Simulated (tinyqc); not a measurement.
What moves the results: quantum well in an electric field by finite differences. A value that a table varies takes the place of the one given here.

Finite differences on points z_i at the centres of cells of width h: H_ii = (c/h^2)(1/m_(i-1/2) + 1/m_(i+1/2)) + V_i, H_(i,i+1) = -(c/h^2)/m_(i+1/2), where m_(i+1/2) is the mean of the masses at the two points (the end values are repeated outwards), psi = 0 on the points beyond both ends, c = hbar^2/2m0. The field adds e F (z - z0) with z0 the middle of the structure; 1 kV/cm = 1e-5 eV/angstrom.

Constants: hbar^2/2m0 = 3.80998211 eV angstrom^2.

Values chosen for the exercise (near those of an InGaAs well in InP; the results hold for these values, not for the real material):
```
symbol  value                                                        unit      meaning
layers  ((63, 0.243, 0.0762), (84, 0, 0.0413), (63, 0.243, 0.0762))            each layer: thickness in angstrom, band edge in eV, mass in m0
hf      1.3125                                                       angstrom  cell width of the fine grid
Fs      (0, 11.7, 23.3, 35, 46.7, 58.3, 70)                          kV/cm     fields
F       22                                                           kV/cm     field along z
Lw      84                                                           angstrom  well width
Lb      63                                                           angstrom  each outer barrier
V0      0.243                                                        eV        barrier height
mw      0.0413                                                       m0        mass in the well
mb      0.0762                                                       m0        mass in the barriers
```

## Stark shift

Fine grid. Perturbation theory: dE1 = e F z_11 - beta (e F)^2 with beta = sum_j z_1j^2/(E_j - E_1) over the 13 next levels at zero field, z from z0.

Levels against field:
```
F (kV/cm),E1 (eV),E2 (eV),dE1 (meV),second order (meV),<z - z0> (angstrom),E2 - E1 (meV)
0,0.0492,0.1952,0.00,0.00,0.0,146.0
11.7,0.0492,0.1952,-0.06,-0.06,-1.0,146.0
23.3,0.0490,0.1951,-0.22,-0.22,-1.9,146.1
35.0,0.0487,0.1949,-0.50,-0.50,-2.8,146.1
46.7,0.0483,0.1946,-0.89,-0.89,-3.8,146.2
58.3,0.0479,0.1942,-1.38,-1.38,-4.7,146.3
70.0,0.0472,0.1936,-1.99,-2.00,-5.7,146.4
```

z_11 = 0.00 angstrom
beta = 4073 angstrom^2/eV

At zero field the state is centred, so the shift starts as F^2; it turns linear only if the state is pulled to one side. At 70 kV/cm E1 has moved by -1.99 meV, where second order gives -2.00 meV; they differ by 0.3 % there. The electron moves by -5.7 angstrom, against the rise of the potential. From 46.7 kV/cm on E2 lies above the lowest point of the outer barrier, so it is a resonance or a state of the finite grid, held or pushed up by its ends. E2 - E1 grows with the field; the ends are 146.0 and 146.4 meV.

## Order of mass and momentum

Fine grid. Hermitian kinetic operators m^a p m^b p m^a with 2a + b = -1: H_ii = (c/h^2) m_i^(2a) (m_(i-1/2)^b + m_(i+1/2)^b) + V_i, H_(i,i+1) = -(c/h^2) m_i^a m_(i+1)^a m_(i+1/2)^b; BenDaniel-Duke is a = 0. The halved form has H_ii = 2c/(h^2 m_i) + V_i and H_(i,i+1) = -(c/2h^2)(1/m_i + 1/m_(i+1)). The shifts are measured against BenDaniel-Duke; the last column repeats E1 with cells of hf/4.

Levels (eV):
```
operator,E1,E2,E1 - E1(BDD) (meV),E1 at hf/4
BenDaniel-Duke,0.0490,0.1951,0.0,0.0491
"(1/m) p^2 + p^2 (1/m), halved",-0.0018,0.0722,-50.8,-1.1864
m^(-1/2) p^2 m^(-1/2),0.0678,0.2180,18.8,0.0679
m^(-1/4) p m^(-1/2) p m^(-1/4),0.0583,0.2067,9.3,0.0584
"one mass, the smallest",0.0585,0.2109,9.5,0.0585
```

The three forms m^a p m^b p m^a span 18.8 meV in E1, 13 % of E2 - E1; they differ only at the mass steps (largest to smallest mass 1.85), where m^a psi is the continuous quantity. Dropping the mass step altogether moves E1 by +9.5 meV. Refining the grid moves the halved form by -1184.6 meV, against at most 0.05 meV for the other three: at an abrupt step it has no limit as the grid is refined.

## What each parameter does

Three layers: barrier, well, barrier; fine grid. The Stark shift is E1(F) - E1(0). Each row changes one parameter from the base and keeps the others.

Results:
```
case,E1 (eV),E2 - E1 (meV),Stark shift (meV),<z - z0> (angstrom)
base,0.0490,146.1,-0.20,-1.79
Lw = 105 angstrom,0.0365,111.8,-0.34,-3.11
Lb = 84 angstrom,0.0490,144.9,-0.20,-1.81
V0 = 0.194 eV,0.0449,131.8,-0.24,-2.17
mw = 0.0475 m0,0.0467,135.9,-0.20,-1.83
mb = 0.0914 m0,0.0464,144.9,-0.20,-1.79
F = 33 kV/cm,0.0488,146.1,-0.44,-2.69
```

The largest shifts from the base row, up to three for each result and ties (the steps differ in size, so this ranks the rows, not the parameters). E1 (eV): Lw -0.0125, V0 -0.0041, mb -0.0027; unchanged at the printed digits by Lb. E2 - E1 (meV): Lw -34.2, V0 -14.2, mw -10.1; unchanged at the printed digits by F. Stark shift (meV): F -0.25, Lw -0.15, V0 -0.04; unchanged at the printed digits by Lb, mw and mb. <z - z0> (angstrom): Lw -1.32, F -0.89, V0 -0.38; unchanged at the printed digits by mb.

(tinyqc, `OMP_NUM_THREADS=1 python tinyqc.py 1280871 1280872 out.jsonl`, Intel(R) Xeon(R) Processor @ 2.30GHz, 1 thread, shared host, about 0.01 s.)
